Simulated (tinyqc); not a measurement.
# Resistance of a source-drain extension with a graded tip: effect of the gate overdrive

y runs along the channel, the gate covers y > 0. The doping is N0 for y < y0 and N0 10^(-(y - y0)/la) beyond, uniform over the depth xj. Sheet conductance s(y) = q mu(N) max(N - Nch, 0) xj + (for y > 0) ma Cox Vo, with mu(N) = u0 + (u1 - u0)/(1 + (N/Nr)^au) and Cox = eps0 eox/tox. Current is taken as one-dimensional; depletion of the tip, spreading and the contact are left out. The metallurgical junction lies at yj, where N = Nch.

R_spacer = integral of dy/s from -Ls to 0, R_ov from 0 to yj, R_channel = (Lg - 2 yj)/(ma Cox Vo), R_total = 2 R_spacer + 2 R_ov + R_channel. Electrical length L_eff = ma Cox dR_total/d(1/Vo); R_series = R_total - L_eff/(ma Cox Vo).

Values chosen for this exercise; mobility law close to that of electrons in silicon: relative permittivity of the gate insulator (close to silicon dioxide) eox = 3.9; insulator thickness tox = 3.3 nm; active doping of the extension far from the gate N0 = 6e19 cm^-3; lateral abruptness la = 3 nm/decade; position under the gate where the fall begins (gate edge at 0) y0 = -0.4 nm; depth of the extension xj = 29 nm; channel doping Nch = 7.3e17 cm^-3; spacer length Ls = 22 nm; mobility of the gate-induced layer ma = 240 cm^2/(V s); mobility at low doping u1 = 1414 cm^2/(V s); mobility at high doping u0 = 68.5 cm^2/(V s); reference doping Nr = 9.2e16 cm^-3; exponent au = 0.711; gate length Lg = 90 nm.

Constants: q = 1.602176634e-19 C, eps0 = 8.8541878128e-14 F/cm where lengths are in cm. Results are converted to the units shown.

The same in every row: yj (nm) = 5.344; R_spacer (ohm um) = 9.794.

Effect of the gate overdrive:

| Vo (V) | R_ov (ohm um) | R_channel (ohm um) | R_total (ohm um) | L_eff (nm) | R_series (ohm um) |
|---|---|---|---|---|---|
| 0.15 | 25.79 | 2105 | 2177 | 80.06 | 51.19 |
| 0.3 | 19.24 | 1053 | 1111 | 80.64 | 40.41 |
| 0.45 | 15.83 | 701.8 | 753.0 | 81.12 | 35.24 |
| 0.6 | 13.62 | 526.3 | 573.2 | 81.53 | 32.11 |
| 0.75 | 12.04 | 421.1 | 464.7 | 81.89 | 29.99 |
| 0.9 | 10.83 | 350.9 | 392.1 | 82.20 | 28.45 |
| 1.05 | 9.872 | 300.8 | 340.1 | 82.49 | 27.28 |
| 1.2 | 9.089 | 263.2 | 300.9 | 82.75 | 26.36 |

As Vo goes from 0.15 to 1.2, R_total falls from 2180 to 301 ohm um, L_eff rises from 80.1 to 82.7 nm and R_series falls from 51.2 to 26.4 ohm um. Both extracted quantities depend on the overdrive at which they are taken.

tinyqc, about 0.03 s, one thread, Intel Xeon 2.30GHz (shared host): `OMP_NUM_THREADS=1 python tinyqc.py 2282131 2282132 out.jsonl`
